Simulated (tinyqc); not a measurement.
What each parameter does: valley splitting in a one-orbital chain of atomic planes (second-neighbour model).

Each (001) plane carries one orbital with energy e0, hopping v to the next plane and u to the second: E(phi) = e0 + 2 v cos(phi) + 2 u cos(2 phi), where phi = pi - k a/4 (the sign of every second orbital is chosen so that v > 0, which shifts the phase by pi). The minimum lies at cos(phi0) = -v/(4u), phi0 = pi - (pi/2) k0 for a valley at k0 (2 pi/a), and e0 puts it at zero. A slab of N planes has hard walls: the matrix simply ends.

A well of Nw planes between barriers of 40 planes each (as of a SiGe alloy, taken as an offset alone). With x = j - 39.5 for plane j = 0, 1, ..., the potential is V0 (f(x) + f(Nw - x)) + F (j - 40) a/4, f(y) = 1/(1 + exp(y/L)), a step for L = 0; L is in planes, 4 L is about the distance over which f goes from 0.88 to 0.12, and 1 MV/m = 1e-4 V/angstrom.

Constants: hbar^2/2m0 = 3.80998211 eV angstrom^2.

Values chosen for the exercise (near those of the Delta valleys of silicon; abrupt walls in this chain split the valleys several times more than measured wells; shifted at random, so the results belong to these values and not to a real crystal):
- a = 5.423 angstrom (lattice constant; planes lie a/4 apart)
- k0 = 0.807 2 pi/a (position of the valley)
- ml = 0.897 m0 (longitudinal mass)
- V0 = 0.25 eV (barrier height)
- F = 8 MV/m (field)
- Nw = 61 (planes in the well)

Step interfaces (L = 0). u, v, e0 follow from 8 u sin^2(phi0) = (2c/ml)/(a/4)^2, v = -4u cos(phi0), e0 = 2u + v^2/(4u), c = hbar^2/2m0.

One parameter was then changed.

Results before and after:
```
case     mean level (meV)  splitting (micro-eV)
base                28.51                1140.5
changed             43.45                2275.7
```

Which of these changes was made? (a) k0 = 0.817 2 pi/a; (b) Nw = 62; (c) F = 16 MV/m; (d) V0 = 0.375 eV; (e) ml = 0.987 m0.

Answer: (c) F = 16 MV/m. Of the candidates, run in turn, only this one gives the changed row.

All candidates:
```
case               mean level (meV)  splitting (micro-eV)
base                          28.51                1140.5
k0 = 0.817 2 pi/a             28.52                1132.4
ml = 0.987 m0                 27.64                1139.4
V0 = 0.375 eV                 29.11                1141.6
F = 16 MV/m                   43.45                2275.7
Nw = 62                       28.51                1137.4
```

tinyqc: `OMP_NUM_THREADS=1 python tinyqc.py 1452298 1452299 out.jsonl`; about 0.02 s, one thread, shared Intel(R) Xeon(R) Processor @ 2.30GHz.
